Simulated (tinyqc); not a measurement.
Hot carriers by balance equations with a heated Maxwellian: one step, computed by the program tinyqc. Command: `OMP_NUM_THREADS=1 python tinyqc.py 3006947 3006948 out.jsonl hot walk`. One thread of a shared host (Intel(R) Xeon(R) Processor @ 2.30GHz), about 0.01 s of CPU time with the checks.

The carriers follow a Maxwellian at an electron temperature T_e, slightly displaced; the drift energy is neglected against k_B T_e. The balance averages the rate, not the time, so mu_0 lies below the relaxation-time value.

Task: Equilibrium values. Parabolic band: E = hbar^2 k^2/(2 m), speed v = hbar k/m, states per spin, volume and energy g(E) = m k/(2 pi^2 hbar^2). Masses are multiplied by m_0 and all formulas are in SI units. Phonon occupation N_q = 1/(exp(hbar w/(k_B T)) - 1). Acoustic deformation potential (elastic, equipartition, absorption and emission together): 1/tau = 2 pi k_B T D_A^2 g(E)/(hbar rho v_l^2). Optical or intervalley deformation potential: 1/tau = (pi Z_f D_o^2/(rho w)) [N_q g(E + hbar w) + (N_q + 1) g(E - hbar w)], with g = 0 below the band edge. Averages over the Maxwellian, <y> = int y x^(1/2) exp(-x) dx / int x^(1/2) exp(-x) dx with x = E/(k_B T_e), split at x_0 = hbar w/(k_B T_e): 64 Gauss-Legendre points in sqrt(x) below it and 128 in sqrt(x - x_0) above it, up to x = 32. Momentum balance: mu(T_e) = e/(m nu), nu = <x (sum of rates)>/<x>. Power lost per carrier: P(T_e) = hbar w <emission rate - absorption rate> + <(2 m v_l^2/(k_B T)) (E - 2 k_B T) acoustic rate>. Energy relaxation time at weak heating: tau_E = (3/2) k_B / (dP/dT_e), the derivative by a central difference of +/- 0.5 K at T_e = T.

Inputs (values chosen for the exercise, modelled on holes in silicon): effective mass m = 0.494 m_0; density rho = 2329 kg/m^3; sound velocity v_l = 9290 m/s; acoustic deformation potential D_A = 5.6 eV; phonon energy hbar w = 65.2 meV; optical or intervalley deformation potential D_o = 9.1 1e8 eV/cm; final valleys Z_f = 1; lattice temperature T = 400 K.

Band: parabolic. Solver: damped fixed point.

Constants: k_B = 8.617333262e-05 eV/K; k_B = 1.380649e-23 J/K; e = 1.602176634e-19 C; hbar = 1.054571817e-34 J s; m_0 = 9.1093837015e-31 kg; hbar = 6.582119569e-16 eV s.

Give: low-field mobility mu_0; energy relaxation time tau_E.

Result:

low-field mobility mu_0 = 491.72 cm^2/(V s)

energy relaxation time tau_E = 0.32359 ps

tau_E is 2.34 times the momentum relaxation time m mu_0/e: energy is lost more slowly than direction, which is why carriers heat.
